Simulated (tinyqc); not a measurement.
## Trap depth and cross-section from two peaks

Inverse problem. A DLTS peak lies where ew = sn g T^2 exp(-Et/kB T), g = vth Nc/(300 K)^2. Find Et and sn.

Values chosen for this exercise:

| symbol | value | unit | meaning |
|---|---|---|---|
| Nc | 4.35e17 | cm^-3 | conduction-band density of states at 300 K |
| vth | 4.4e7 | cm/s | thermal velocity at 300 K |

Constants: q = 1.602176634e-19 C, kB = 1.380649e-23 J/K. Results are converted to the units shown.

peak temperatures for ew = 10 and 1000 1/s (K): [300.22039, 379.89511]

Answer. The slope of ln(ew/T^2) against q/kB T is -Et, and the intercept is ln(sn g).

Et = 0.510 eV
sn = 1.90e-16 cm^2

Numbers from tinyqc (`OMP_NUM_THREADS=1 python tinyqc.py 2050041 2050042 out.jsonl`; about 0.01 s on one thread of a shared Intel Xeon 2.30GHz).
